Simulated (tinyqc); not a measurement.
From linear expansion coefficient back to Grueneisen parameter gamma_O: quasi-harmonic thermal expansion with mode Grueneisen parameters. Computed by tinyqc, a small Python program. Command: `OMP_NUM_THREADS=1 python tinyqc.py 3019730 3019731 out.jsonl qha inv`. One thread of a shared host (Intel(R) Xeon(R) Processor @ 2.30GHz), about 0.1 s of CPU time with the checks.

A crystal with two atoms a cell; per atom there are 1 transverse acoustic (TA), 1/2 longitudinal acoustic (LA) and 3/2 optical (O) modes. Every frequency of group i scales as nu_i (V/V0)^(-gamma_i). The acoustic groups have Debye spectra, density 3 nu^2/nu_i^3 up to nu_i (40 Gauss-Legendre points); the optical group has one frequency. Static energy: E = (9 V0 B0/16) [y^3 B' + y^2 (2 - 4 y)], y = (V0/V)^(2/3) - 1, with pressure P_s = (3 B0/2) (z^7 - z^5) [1 + (3/4)(B' - 4)(z^2 - 1)], z = (V0/V)^(1/3).

Inputs (values chosen for the exercise, modelled on diamond): static volume V0 = 5.67 angstrom^3/atom; static bulk modulus B0 = 443 GPa; static B' = 3.73; frequency nu_TA = 20 THz; frequency nu_LA = 30.5 THz; frequency nu_O = 35.7 THz; Grueneisen parameter gamma_TA = 0.47; Grueneisen parameter gamma_LA = 0.91; temperature T = 200 K; step factor f = 0.6.

Acoustic groups: Debye.

Constants: h x 1 THz = 4.135667696 meV; k_B = 8.617333262e-05 eV/K; 1 eV/angstrom^3 = 160.2176634 GPa.

Method:
- For a mode with x = h nu/(k_B T), n = 1/(exp(x) - 1): U = h nu (n + 1/2), C/k_B = x^2 n (n + 1); U_i and C_i sum these over group i with its weight per atom.
- Phonon pressure P_ph = sum_i gamma_i U_i/V.
- Start at V0 and step V(new) = V [1 + f (P_s + P_ph)/B0]; stop when |P_s + P_ph| < 1e-8 GPa, after 60 steps, or when V leaves 0.7 to 1.3 V0.
- B_T = -V d(P_s + P_ph)/dV at fixed T (central difference, step 1e-4 V); alpha_V = sum gamma_i C_i k_B/(B_T V), all at V(T); the linear coefficient is alpha_L = alpha_V/3.
- C_P - C_V = alpha_V^2 B_T V T; the optical frequency is nu_O (V/V0)^(-gamma_O).

Problem. A run gave the result below. Find the Grueneisen parameter gamma_O, known to lie between 0.82 and 1.2.

linear expansion coefficient = 0.5297705 ppm/K

Solution.

Each step takes the trial c = (a f_b - b f_a)/(f_b - f_a), f being the result less the target and a, b, c the logarithms of the listed values; c replaces end b, the old b replaces a if the sign of f changed, and otherwise f_a is halved.

Scan of the range:
```
Grueneisen parameter gamma_O  linear expansion coefficient (ppm/K)
0.820                                                     0.523469
0.874                                                     0.526053
0.931                                                     0.528792
0.992                                                     0.531739
1.060                                                     0.535045
1.130                                                     0.538477
1.200                                                     0.541941
```

False position (Illinois rule, in the logarithm of the input) inside the bracket:
```
step     end a     end b     trial  linear expansion coefficient (ppm/K)
1     0.931000  0.992000  0.950832                              0.529748
2     0.992000  0.950832  0.951289                              0.529770
3     0.992000  0.951289  0.951309                              0.529771
4     0.951289  0.951309  0.951299                              0.529771
```

Linear expansion coefficient rises at every point of a 13-point scan of the range (every second point is shown), so one value fits; it is bracketed by 0.931 and 0.992. Answer: Grueneisen parameter gamma_O = 0.9513.
